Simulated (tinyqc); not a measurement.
Polytypes and stacking faults of a tetrahedral semiconductor in an axial Ising model with couplings up to third neighbours: one step, computed by the program tinyqc.

Each double layer has s = +1 or -1 for the sense of its stacking step; E per pair of atoms = E0 - sum_n J_n <s_i s_(i+n)>, n = 1, 2, 3. Hexagonality h = (1 - <s_i s_(i+1)>)/2.

Task: Stacking-fault energies. Faults in 4H: the sequences single Shockley (31) (+++-), double Shockley (62) (++++++--), Frank-type (32) (+++--) are put between perfect repeats; k_n = (layers x C_n of the host) - sum_i s_i s_(i+n). gamma = sum k_n J_n/A, A = (sqrt 3/2) a^2; 1 meV/angstrom^2 = 16.02177 mJ/m^2.

Inputs (values chosen for the exercise, for a model crystal):
```
quantity                  value      unit
J1                         0.95  meV/pair
J2                        -2.62  meV/pair
J3                        -0.19  meV/pair
basal lattice constant a   3.08  angstrom
```

Host polytype: 4H.

fault coefficients k_n:
```
                      J1  J2  J3
single Shockley (31)   0  -4   0
double Shockley (62)  -4  -8   0
Frank-type (32)       -1  -2   3
```

Constants: 1 eV/angstrom^2 = 16.02176634 J/m^2.

Give: gamma; energy of the glide fault, single Shockley (31).

Result:

gamma (mJ/m^2): single Shockley (31) 20.44, double Shockley (62) 33.47, Frank-type (32) 7.25

energy of the glide fault, single Shockley (31) = 20.44 mJ/m^2

The cheapest is the Frank-type (32) fault.
